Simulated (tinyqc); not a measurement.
Inside a calculation. Model: scattering rates of a carrier in a spherical band by Fermi's golden rule. Computed by tinyqc, a small Python program that keeps every step. Command: `OMP_NUM_THREADS=1 python tinyqc.py 3024238 3024239 out.jsonl scatter walk`. One thread of a shared host (Intel(R) Xeon(R) Processor @ 2.30GHz), about 0.01 s of CPU time with the checks. Intermediate numbers are printed to about 5 digits and carried at full precision; extremes and crossings named in words are read from the listed rows.

All processes here are isotropic or elastic, and the rate listed is the momentum relaxation rate.

Inputs (values chosen for the exercise, modelled on holes in silicon):

| quantity | value | unit |
|---|---|---|
| density-of-states mass of one valley m | 0.486 | m_0 |
| non-parabolicity alpha | 0.32 | 1/eV |
| static permittivity eps_s | 11.7 | - |
| density rho | 2329 | kg/m^3 |
| sound velocity v_l | 9000 | m/s |
| acoustic deformation potential D_A | 5.2 | eV |
| phonon energy hbar w | 63 | meV |
| optical or intervalley deformation potential D_o | 8.2 | 1e8 eV/cm |
| final valleys Z_f | 1 | - |
| ionised impurity density N_I | 9.5e+17 | 1/cm^3 |
| temperature T | 400 | K |
| carrier energy E | 120 | meV |

Crystal: non-polar. Band: Kane. Impurity formula: Brooks-Herring. Further scattering: none.

Constants: m_0 = 9.1093837015e-31 kg; e = 1.602176634e-19 C; hbar = 1.054571817e-34 J s; k_B = 8.617333262e-05 eV/K; eps_0 = 8.8541878128e-12 F/m; k_B = 1.380649e-23 J/K; hbar = 6.582119569e-16 eV s.

## The band at energy E

Kane band: hbar^2 k^2/(2 m) = E (1 + alpha E), speed v = hbar k/(m (1 + 2 alpha E)), states per spin, volume and energy g(E) = m k (1 + 2 alpha E)/(2 pi^2 hbar^2); overlap factors are set to 1. Masses are multiplied by m_0 and all formulas are in SI units.

wave number k = 1.2608 1/nm

speed v = 2.7890e+05 m/s

g(E) = 4.3865e+20 1/(eV cm^3)

Non-parabolicity raises g(E) by a factor 1.097 and changes the speed by a factor 0.946 against a parabolic band at the same E.

## Phonon occupation and screening length

Phonon occupation N_q = 1/(exp(hbar w/(k_B T)) - 1). Debye screening by free carriers of density N_I: L_s = sqrt(eps_s eps_0 k_B T/(e^2 N_I)).

N_q = 0.19158

screening length L_s = 4.8436 nm

Above the threshold emission is favoured over absorption by (N_q + 1)/N_q = exp(hbar w/k_B T) = 6.22, apart from the density of final states.

## Acoustic phonons

Acoustic deformation potential (elastic, equipartition, absorption and emission together): 1/tau = 2 pi k_B T D_A^2 g(E)/(hbar rho v_l^2).

acoustic rate = 3.3146e+12 1/s

## Optical or intervalley phonons

Optical or intervalley deformation potential: 1/tau = (pi Z_f D_o^2/(rho w)) [N_q g(E + hbar w) + (N_q + 1) g(E - hbar w)], with g = 0 below the band edge.

absorption rate = 1.6504e+12 1/s

emission rate = 5.2132e+12 1/s

Emission is 3.16 times absorption here.

## Ionised impurities

Singly charged impurities, momentum relaxation: 1/tau = N_I e^4 m (1 + 2 alpha E) Phi/(8 pi (eps_s eps_0)^2 hbar^3 k^3), with alpha = 0 for a parabolic band. Brooks-Herring: Phi = ln(1 + b) - b/(1 + b), b = 4 k^2 L_s^2.

b = 149.16

ionised-impurity rate = 1.8917e+12 1/s

## All rates at E

Rates add: 1/tau_m is the sum, and the mean free path is v tau_m.

Momentum relaxation rates:

| process | rate (1/s) | share (%) |
|---|---|---|
| acoustic | 3.3146e+12 | 27.462 |
| optical absorption | 1.6504e+12 | 13.674 |
| optical emission | 5.2132e+12 | 43.192 |
| ionised impurity | 1.8917e+12 | 15.673 |

momentum relaxation time tau_m = 82.851 fs

mean free path = 23.107 nm

The largest rate is optical emission (43 %), then acoustic (27 %).

## Rates against energy

The formulas are those given above.

Momentum relaxation rates (1e12/s) and the total time:

| E (meV) | acoustic | optical absorption | optical emission | ionised impurity | tau_m (fs) |
|---|---|---|---|---|---|
| 6.3 | 0.696 | 0.9330 | 0.000 | 48.641 | 19.89 |
| 16.0 | 1.117 | 1.0036 | 0.000 | 19.600 | 46.04 |
| 32.0 | 1.600 | 1.1141 | 0.000 | 9.138 | 84.38 |
| 57.0 | 2.177 | 1.2759 | 0.000 | 4.660 | 123.25 |
| 69.0 | 2.418 | 1.3502 | 1.625 | 3.709 | 109.87 |
| 94.0 | 2.877 | 1.5000 | 3.767 | 2.551 | 93.50 |
| 140.0 | 3.634 | 1.7635 | 6.153 | 1.564 | 76.25 |
| 220.0 | 4.827 | 2.2025 | 9.329 | 0.892 | 57.97 |
| 380.0 | 7.077 | 3.0641 | 14.839 | 0.450 | 39.32 |
| 630.0 | 10.646 | 4.4586 | 23.288 | 0.238 | 25.89 |

The largest rate is ionised impurity from 6.30 to 69.0, optical emission from 94.0 to 630 meV. Crossing hbar w = 63 meV opens emission: tau_m goes from 123 to 110 fs between the two rows around it. The impurity rate goes between the last rows as E^-1.26; the acoustic rate follows g(E) and grows by a factor 15.3 over the table (10.0 for a parabolic band). At 6.3, 16 meV hbar/tau exceeds E/2, so the golden rule loses its meaning there.

Checks made by the program: Brooks-Herring rate against the angular integral of the screened Coulomb matrix element (relative difference below 1e-10).
